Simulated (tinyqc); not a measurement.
Wannier functions of a composite (isolated) pair of valence bands (bonds of an sp chain): one step. Levels and the projector on the filled bands. Four cases, with inputs chosen for the exercise.

Question. Diagonalise; P = sum over the two lowest states of |psi><psi|.

Give: levels; P.

Case 1.

H(k) (eV):
```
           A<         A>         B<         B>
A<   1.720000  -1.500000          0   3.690000
A>  -1.500000   1.720000  -3.350000          0
B<          0  -3.350000  -1.720000  -0.920000
B>   3.690000          0  -0.920000  -1.720000
```

Answer.

levels (eV): -4.3395  -3.7983  3.2525  4.8853

P:
```
         A<       A>      B<       B>
A<   0.3116   0.1240  0.0547  -0.4429
A>   0.1240   0.2963  0.4359  -0.0559
B<   0.0547   0.4359  0.7040   0.1240
B>  -0.4429  -0.0559  0.1240   0.6881
```

The filled states put 1.216 electrons on A and 2.784 on B at this k.

Case 2.

H(k) (eV):
```
                     A<         A>         B<                   B>
A<             0.940000  -0.690000          0  -1.149543+3.537930i
A>            -0.690000   0.940000  -2.610000                    0
B<                    0  -2.610000  -0.940000            -1.190000
B>  -1.149543-3.537930i          0  -1.190000            -0.940000
```

Answer.

levels (eV): -4.3692  -2.3417  2.4811  4.2297

P:
```
                A<               A>              B<               B>
A<          0.3848   0.0282+0.0790i  0.0034+0.0279i   0.1338-0.4593i
A>  0.0282-0.0790i           0.3363  0.4639+0.0209i  -0.0151-0.0168i
B<  0.0034-0.0279i   0.4639-0.0209i          0.6627   0.0706+0.0458i
B>  0.1338+0.4593i  -0.0151+0.0168i  0.0706-0.0458i           0.6162
```

The filled states put 1.442 electrons on A and 2.558 on B at this k.

Case 3.

H(k) (eV):
```
            A<         A>         B<         B>
A<    0.930000  -0.860000          0  3.090000i
A>   -0.860000   0.930000  -4.890000          0
B<           0  -4.890000  -0.930000  -0.750000
B>  -3.090000i          0  -0.750000  -0.930000
```

Answer.

levels (eV): -5.1811  -3.0998  3.0808  5.2000

P:
```
                 A<               A>              B<               B>
A<           0.3595   0.0510+0.0427i  0.0147+0.0081i  -0.0119-0.4748i
A>   0.0510-0.0427i           0.4096  0.4869+0.0075i  -0.0129-0.0093i
B<   0.0147-0.0081i   0.4869-0.0075i          0.5903   0.0449+0.0489i
B>  -0.0119+0.4748i  -0.0129+0.0093i  0.0449-0.0489i           0.6407
```

The filled states put 1.538 electrons on A and 2.462 on B at this k.

Case 4.

H(k) (eV):
```
           A<         A>         B<         B>
A<          0  -1.780000          0   2.680000
A>  -1.780000          0  -3.730000          0
B<          0  -3.730000          0  -1.390000
B>   2.680000          0  -1.390000          0
```

Answer.

levels (eV): -4.1356  -3.0155  3.0155  4.1356

P:
```
         A<      A>      B<       B>
A<   0.5000  0.2216       0  -0.4482
A>   0.2216  0.5000  0.4482        0
B<        0  0.4482  0.5000   0.2216
B>  -0.4482       0  0.2216   0.5000
```

The filled states put 2.000 electrons on A and 2.000 on B at this k.

Computed by tinyqc, one run a case: `OMP_NUM_THREADS=1 python tinyqc.py N N+1 out.jsonl` with N = 1451276, 1451579, 1452345, 1452885; one thread of a shared Intel(R) Xeon(R) Processor @ 2.30GHz, about 0.3 s a run at most.
